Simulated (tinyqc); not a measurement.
## Polarisation and half-bias from two TMR values

Inverse problem. A tunnel junction has TMR = TMR0/(1 + (V/Vh)^2), TMR0 = 2 P1 P2/(1 - P1 P2). Find TMR0, Vh and P2.

Inputs (values chosen for the exercise):
- P1 = 0.71 (spin polarisation of the reference layer)

TMR at 0.1 and 0.5 V (%): [160.16242, 83.284457]

Solution. 1/TMR is linear in V^2, and P1 P2 = TMR0/(2 + TMR0).

TMR0 = 166.6 %
Vh = 0.5000 V
P2 = 0.6400

Program tinyqc, `OMP_NUM_THREADS=1 python tinyqc.py 2450029 2450030 out.jsonl`; Intel Xeon 2.30GHz, shared host, one thread, about 0.01 s.
